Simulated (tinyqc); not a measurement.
Special k points of the simple cubic lattice: one step. Irreducible points and weights. Three cases, with inputs chosen for the exercise.

Question. Join points that an operation carries into one another (modulo reciprocal vectors); list each class by its first point in the order of (j1, j2, ...).

Lattice vectors in units of a: a1 = (1, 0, 0), a2 = (0, 1, 0), a3 = (0, 0, 1); reciprocal vectors b_i with a_i . b_j = 2 pi delta_ij. Mesh: k = sum_i f_i b_i with f_i = (2 j_i + shift)/(2 N), j_i = 0 .. N-1. The point group of the lattice has 48 operations; only those that map the mesh onto itself are used.

Give: Irreducible points; operations that keep the mesh; irreducible points.

Case 1.

Values chosen: N = 4 (points along each reciprocal vector); shift = 0 (half steps).

Answer.

Irreducible points:
```
f1          f2      f3  weight
0.0000  0.0000  0.0000       1
0.0000  0.0000  0.2500       6
0.0000  0.0000  0.5000       3
0.0000  0.2500  0.2500      12
0.0000  0.2500  0.5000      12
0.0000  0.5000  0.5000       3
0.2500  0.2500  0.2500       8
0.2500  0.2500  0.5000      12
0.2500  0.5000  0.5000       6
0.5000  0.5000  0.5000       1
```

operations that keep the mesh = 48
irreducible points = 10

The weights add up to 64 = N^3; symmetry saves a factor 6.4.

Case 2.

Values chosen: N = 4 (points along each reciprocal vector); shift = 1 (half steps).

Answer.

Irreducible points:
```
f1          f2      f3  weight
0.1250  0.1250  0.1250       8
0.1250  0.1250  0.3750      24
0.1250  0.3750  0.3750      24
0.3750  0.3750  0.3750       8
```

operations that keep the mesh = 48
irreducible points = 4

The weights add up to 64 = N^3; symmetry saves a factor 16.0.

Case 3.

Values chosen: N = 6 (points along each reciprocal vector); shift = 0 (half steps).

Answer.

Irreducible points:
```
f1          f2      f3  weight
0.0000  0.0000  0.0000       1
0.0000  0.0000  0.1667       6
0.0000  0.0000  0.3333       6
0.0000  0.0000  0.5000       3
0.0000  0.1667  0.1667      12
0.0000  0.1667  0.3333      24
0.0000  0.1667  0.5000      12
0.0000  0.3333  0.3333      12
0.0000  0.3333  0.5000      12
0.0000  0.5000  0.5000       3
0.1667  0.1667  0.1667       8
0.1667  0.1667  0.3333      24
0.1667  0.1667  0.5000      12
0.1667  0.3333  0.3333      24
0.1667  0.3333  0.5000      24
0.1667  0.5000  0.5000       6
0.3333  0.3333  0.3333       8
0.3333  0.3333  0.5000      12
0.3333  0.5000  0.5000       6
0.5000  0.5000  0.5000       1
```

operations that keep the mesh = 48
irreducible points = 20

The weights add up to 216 = N^3; symmetry saves a factor 10.8.

Computed by tinyqc, one run a case: `OMP_NUM_THREADS=1 python tinyqc.py N N+1 out.jsonl` with N = 1681452, 1682056, 1682413; one thread of a shared Intel(R) Xeon(R) Processor @ 2.30GHz, about 0.2 s a run at most.
